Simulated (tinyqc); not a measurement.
Surface potential of a MOS transistor: implicit equation and explicit approximations: one step of the calculation.

p-type body, charge-sheet picture, depletion and inversion only, full ionisation (an idealisation for deep acceptors), Boltzmann statistics (rough once Na exp(x - xn) passes about Nc/7). In units of Vt: xg = (Vg - Vfb)/Vt, x = psi/Vt, G = gamma/sqrt(Vt), xn = (2 phiF + Vc)/Vt. The implicit equation is (xg - x)^2 = G^2 [x - 1 + exp(x - xn)] for x above about 3. Cox = eps0 eox/tox.

Problem. Scales. ni = sqrt(Nc Nv) exp(-Eg/(2 Vt)), Eg in volts; phiF = Vt ln(Na/ni); gamma = sqrt(2 q eps0 eps_r Na)/Cox; VT = Vfb + Vt (xn + G sqrt(xn - 1)).

Inputs (values chosen for the exercise); band and dielectric values close to those of silicon: temperature T = 300 K; band gap Eg = 1.11 eV; relative permittivity eps_r = 11.5; conduction-band density of states at T Nc = 2.81e19 cm^-3; valence-band density of states at T Nv = 2.69e19 cm^-3; relative permittivity of the gate insulator (close to silicon dioxide) eox = 3.9; insulator thickness tox = 1.3 nm; acceptor density Na = 3.6e16 cm^-3; flat-band voltage Vfb = -0.99 V; channel-body voltage Vc = 0.2 V; gate-body voltage Vg = 0.35 V.

Constants: q = 1.602176634e-19 C, kB = 1.380649e-23 J/K, Vt = kB T/q, eps0 = 8.8541878128e-14 F/cm where lengths are in cm. Results are converted to the units shown.

Give: phiF; gamma; G; xn; VT; xg.

Solution.

phiF = 0.3834 V
gamma = 0.04080 V^0.5
G = 0.2538
xn = 37.40
VT = 0.01636 V
xg = 51.83

Range of the model: The electron quasi-Fermi level lies less than 2 Vt below the band edge at the surface, or above it, where degeneracy and confinement, left out, matter.

Computed by the program tinyqc: `OMP_NUM_THREADS=1 python tinyqc.py 2122167 2122168 out.jsonl`, one thread of a shared Intel Xeon 2.30GHz, about 0.01 s for the whole run.
